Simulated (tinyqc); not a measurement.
Two-dimensional electron gas with Rashba and Dresselhaus coupling: one step. Spin-orbit field at one point of the Fermi circle. Three cases, with inputs chosen for the exercise.

Task: k = k0 (cos phi, sin phi). Form B, the splitting 2|B| and the direction of the lower spin, atan2(-By, -Bx).

H = c k^2/m + al (ky sx - kx sy) + b1 (kx sx - ky sy) + gam kx ky (kx sy - ky sx), s the Pauli matrices, x = [100], c = hbar^2/2m0, b1 = gam (pi/L)^2 (hard walls). H = c k^2/m + B.s, so E = c k^2/m -/+ |B| and the lower state has its spin along -B.

Case 1.

Values chosen (of the size met in GaN; not measured data): al = 0.0059 eV angstrom (Rashba constant); gam = 0 eV angstrom^3 (bulk Dresselhaus constant); L = 236 angstrom (width of the (001) well); phi = 110 degrees (angle of k from [100]).

k0 = 0.0137294 1/angstrom

Case 2.

Values chosen (of the size met in GaN; not measured data): al = 0.0031 eV angstrom (Rashba constant); gam = 0 eV angstrom^3 (bulk Dresselhaus constant); L = 202 angstrom (width of the (001) well); phi = 15 degrees (angle of k from [100]).

k0 = 0.0246874 1/angstrom

Case 3.

Values chosen (of the size met in GaAs; not measured data): al = 0.027 eV angstrom (Rashba constant); gam = 0 eV angstrom^3 (bulk Dresselhaus constant); L = 233 angstrom (width of the (001) well); phi = 110 degrees (angle of k from [100]).

k0 = 0.0215628 1/angstrom

Give: Bx, By; splitting; direction of the lower spin.

Result:

Case 1.

Bx, By (meV): 0.0761  0.0277

splitting = 0.1620 meV
direction of the lower spin = -160.0 degrees

Case 2.

Bx, By (meV): 0.0198  -0.0739

splitting = 0.1531 meV
direction of the lower spin = 105.0 degrees

Case 3.

Bx, By (meV): 0.5471  0.1991

splitting = 1.1644 meV
direction of the lower spin = -160.0 degrees

Computed by tinyqc, one run a case: `OMP_NUM_THREADS=1 python tinyqc.py N N+1 out.jsonl` with N = 1481845, 1481875, 1482334; one thread of a shared Intel(R) Xeon(R) Processor @ 2.30GHz, about 0.01 s a run at most.
